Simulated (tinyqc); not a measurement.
Inside a calculation: quantum well in an electric field by finite differences. Values are carried at full precision from step to step, so a last printed digit may differ when a step is redone from the rounded ones.

Finite differences on points z_i at the centres of cells of width h: H_ii = (c/h^2)(1/m_(i-1/2) + 1/m_(i+1/2)) + V_i, H_(i,i+1) = -(c/h^2)/m_(i+1/2), where m_(i+1/2) is the mean of the masses at the two points (the end values are repeated outwards), psi = 0 on the points beyond both ends, c = hbar^2/2m0. The field adds e F (z - z0) with z0 the middle of the structure; 1 kV/cm = 1e-5 eV/angstrom.

Constants: hbar^2/2m0 = 3.80998211 eV angstrom^2.

Parameters, chosen for this exercise (near those of a non-polar GaN well in AlGaN; shifted at random, so the results belong to these values and not to a real crystal):
```
symbol  value                                                   unit      meaning
layers  ((45, 0.24, 0.219), (75, 0, 0.195), (45, 0.24, 0.219))            each layer: thickness in angstrom, band edge in eV, mass in m0
F       53                                                      kV/cm     field along z
h       15                                                      angstrom  cell width of the coarse grid
hf      0.9375                                                  angstrom  cell width of the fine grid
```

## The coarse grid

List the points, the potential with the field, and the masses.

Grid:
```
i,z (angstrom),V (eV),m (m0)
1,7.5,0.2003,0.2190
2,22.5,0.2082,0.2190
3,37.5,0.2162,0.2190
4,52.5,-0.0159,0.1950
5,67.5,-0.0080,0.1950
6,82.5,0.0000,0.1950
7,97.5,0.0080,0.1950
8,112.5,0.0159,0.1950
9,127.5,0.2638,0.2190
10,142.5,0.2718,0.2190
11,157.5,0.2797,0.2190
```

## The tridiagonal Hamiltonian

Form the diagonal and the neighbouring elements; V in the grid already includes the field.

diagonal H_ii (eV): 0.3549  0.3628  0.3753  0.1527  0.1657  0.1737  0.1816  0.1845  0.4230  0.4264  0.4344

H_(i,i+1) (eV): -0.0773  -0.0773  -0.0818  -0.0868  -0.0868  -0.0868  -0.0868  -0.0818  -0.0773  -0.0773

## Lowest levels on the coarse grid

Diagonalise the symmetric tridiagonal matrix; give the three lowest levels and the weights u_i^2 (sum 1) of the two lowest.

levels (eV): 0.0172  0.0727  0.1505

weights on the points:
```
,1,2,3,4,5,6,7,8,9,10,11
level 1,0.000,0.001,0.010,0.174,0.309,0.285,0.165,0.055,0.002,0.000,0.000
level 2,0.000,0.002,0.024,0.280,0.117,0.027,0.282,0.253,0.015,0.001,0.000
```

## Halving the cell width

The same with h, h/2, ..., h/32. The end points move with h, since psi vanishes half a cell beyond the structure. Richardson value (4 E(h/32) - E(h/16))/3.

Convergence:
```
cell (angstrom),points,E1 (eV),E2 (eV),E1 - finest (meV)
15.0000,11,0.01722,0.07274,-3.124
7.5000,22,0.01945,0.08183,-0.900
3.7500,44,0.02011,0.08445,-0.232
1.8750,88,0.02029,0.08513,-0.056
0.9375,176,0.02034,0.08530,-0.011
0.4688,352,0.02035,0.08534,0.000
```

Richardson values of E1, E2 (eV): 0.02035  0.08536

The coarse grid is 3.1 meV too low in E1. The last differences between rows shrink by a factor 4.0 (4 for a pure h^2 error, 2 for one linear in h).

## Positions and dipoles on the fine grid

With h sum psi^2 = 1: <z - z0> of three levels, |z_12| and |z_13|, the mass m1 from 1/m1 = <1|1/m|1>, and f_1j = (m1/c)(E_j - E_1) z_1j^2.

levels (eV): 0.0203  0.0853  0.1825

<z - z0> (angstrom): -4.9  0.7  -2.0

|z_12|, |z_13| (angstrom): 16.99  1.18

m1 = 0.1955 m0

f_12, f_13: 0.962  0.012

Parity is broken, so the 1-3 transition is allowed, with 0.012 times the strength of 1-2. E2 - E1 = 65.0 meV, a wavelength of 19.1 micrometre (hc = 1239.841984 eV nm).

## Checks

- E1 at zero field on the grid h/32 against transfer matrices between the same hard ends, eV: both 0.0217.

Program tinyqc; command `OMP_NUM_THREADS=1 python tinyqc.py 1281138 1281139 out.jsonl`; about 0.04 s on one thread of a shared Intel(R) Xeon(R) Processor @ 2.30GHz.
